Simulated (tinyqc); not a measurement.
Worked calculation: elastic strain and critical thickness of a cubic alloy layer A(1-x)B(x) on a thick substrate. Computed by tinyqc, a small Python program that keeps every step. Command: `OMP_NUM_THREADS=1 python tinyqc.py 3023131 3023132 out.jsonl misfit walk`. One thread of a shared host (Intel(R) Xeon(R) Processor @ 2.30GHz), about 0.01 s of CPU time with the checks. Intermediate numbers are printed to about 6 digits and carried at full precision; extremes and crossings named in words are read from the listed rows.

Strain is positive in tension. The layer is coherent with the substrate unless said otherwise.

Inputs (values chosen for the exercise, modelled on In(1-x)Ga(x)P on GaAs):
```
quantity                                 value        unit
fraction x of B                           0.55           -
lattice constant a_A                     5.869    angstrom
lattice constant a_B                     5.451    angstrom
substrate lattice constant a_S           5.653    angstrom
layer thickness h                           10          nm
biaxial modulus of the substrate M_S       135         GPa
substrate thickness t_S                    350  micrometre
wafer diameter W                           100          mm
X-ray wavelength                      1.540593    angstrom
start of the iteration h0/b               1000           -
```

Growth plane: (001). Layer: uncapped. Misfit dislocation: edge.

C11, C12, C44 of A (GPa): 99.54  55.05  46.12

C11, C12, C44 of B (GPa): 143.1  61.82  68.94

## Alloy by Vegard's rule, and misfit

a = (1 - x) a_A + x a_B, the same rule for each C_ij; misfit f = (a_S - a)/a, the in-plane strain of the coherent layer.

free lattice constant a = 5.6391 angstrom

elastic constants (GPa): C11 123.4980, C12 58.7735, C44 58.6710

misfit f = 0.00246493

The layer is stretched in the plane by 0.25 %.

## Biaxial strain, stress and energy

(001): D = 2 C12/C11, M = C11 + C12 - 2 C12^2/C11. The free surface carries no normal stress, so e_perp = -D f; dV/V = 2 f + e_perp; stress = M f; energy per area = M f^2 h (1 GPa nm = 1 J/m^2).

ratio D = 0.951813

normal strain e_perp = -0.00234615

volume strain dV/V = 0.00258371

biaxial modulus M = 126.330 GPa

in-plane stress = 0.311395 GPa

strain energy per area = 0.00767568 J/m^2

## Symmetric X-ray reflection

Reflection 004: d = a_perp/sqrt(16), with a_perp = a (1 + e_perp) for the coherent layer, a for the relaxed layer and a_S for the substrate; sin(theta) = lambda/(2 d).

Bragg angles:
```
crystal         a_perp (angstrom)  theta (degrees)  from substrate (arcsec)
substrate                 5.65300          33.0283                    0.000
coherent layer            5.62587          33.2081                  647.320
relaxed layer             5.63910          33.1202                  330.707
```

peak separation of the coherent layer = 647.320 arcsec

The coherent layer lies 1.96 times as far from the substrate peak as a relaxed one, about 1 + D = 1.95: reading its peak as relaxed would overstate the mismatch by that factor.

## Isotropic constants and the prefactor A

Voigt averages: G = (C11 - C12 + 3 C44)/5, B = (C11 + 2 C12)/3, nu = (3 B - 2 G)/(2 (3 B + G)); b = a/sqrt(2). Edge dislocation with b in the interface: cos alpha = 0, cos lambda = 1. Matthews-Blakeslee: h_c = A [ln(h_c/b) + 1], A = b (1 - nu cos^2 alpha)/(8 pi |f| (1 + nu) cos lambda), the factor 8 pi being that of an uncapped layer.

shear modulus G = 48.1475 GPa

Poisson ratio nu = 0.250266

Burgers vector b = 0.398745 nm

prefactor A = 5.14811 nm

## Critical thickness by fixed-point iteration

Start at h0, put the right side back in, and stop when the change is below 1e-9 h or h turns negative.

Iteration:
```
step  h in (nm)  h out (nm)   change (nm)
1       398.745     40.7100  -3.58035e+02
2        40.710     28.9628  -1.17472e+01
3        28.963     27.2100  -1.75273e+00
4        27.210     26.8887  -3.21372e-01
5        26.889     26.8275  -6.11652e-02
6        26.828     26.8158  -1.17240e-02
7        26.816     26.8135  -2.25029e-03
8        26.814     26.8131  -4.32031e-04
9        26.813     26.8130  -8.29491e-05
10       26.813     26.8130  -1.59262e-05
11       26.813     26.8130  -3.05784e-06
12       26.813     26.8130  -5.87107e-07
13       26.813     26.8130  -1.12725e-07
14       26.813     26.8130  -2.16432e-08
```

critical thickness h_c (Matthews-Blakeslee) = 26.8130 nm

Converged; near the root each step shrinks the error by A/h_c = 0.192. h_c is 67.2 Burgers vectors. Caution: an edge dislocation with b in the interface cannot reach it by glide, so the force balance is formal for it.

## Equilibrium strain at the thickness h

For h > h_c the same force balance gives the strain left, |e| = |f| A [ln(h/b) + 1]/h, and below h_c e = f; relaxation = 1 - e/f; dislocations per length across each line direction = (|f| - |e|)/(b cos lambda).

strain left e = 0.00246493

relaxation = 0 %

dislocation line density = 0 1/micrometre

h is 0.37 h_c: the coherent layer is stable.

## Wafer curvature of the coherent layer

Stoney: curvature = 6 |stress| h/(M_S t_S^2); radius = 1/curvature; bow = curvature W^2/8.

curvature = 0.00112978 1/m

radius of curvature = 885.129 m

bow = 1.41222 micrometre

## Force balance against energy balance

People-Bean: h_c = P ln(h_c/b), P = (1 - nu)/(1 + nu) b^2/(16 pi sqrt(2) a f^2). The misfit is scaled by 0.25, 0.4, 0.6, 1, 1.5, 2.2 at fixed a, b and nu; the upper root is taken, and rows with A < 1.3 b or P < 3 b, where the roots shrink to the core size or vanish, are left out.

Critical thickness:
```
|f| (%)   Matthews-Blakeslee (nm)  People-Bean (nm)    ratio
0.061623                  141.507           76163.3  538.231
0.098597                   81.311           27235.3  334.953
0.147896                   50.042           11131.6  222.445
0.246493                   26.813            3561.2  132.818
0.369740                   16.131            1423.2   88.225
0.542285                    9.843             590.5   59.990
```

The exponents d ln h_c/d ln f are -1.18 and -2.19 between the first rows, steeper than the -1 and -2 of the prefactors because of the logarithm. The ratio falls from 538 to 60.0 as the misfit grows. Where People-Bean lies above, a layer between the lines is metastable: dislocations would lower the energy but have to be nucleated.

Checks made by the program: D and M against the full stiffness tensor (relative difference below 1e-10); h_c against the Lambert function, -A W_(-1)(-b/(A e)) (relative difference 2e-10).
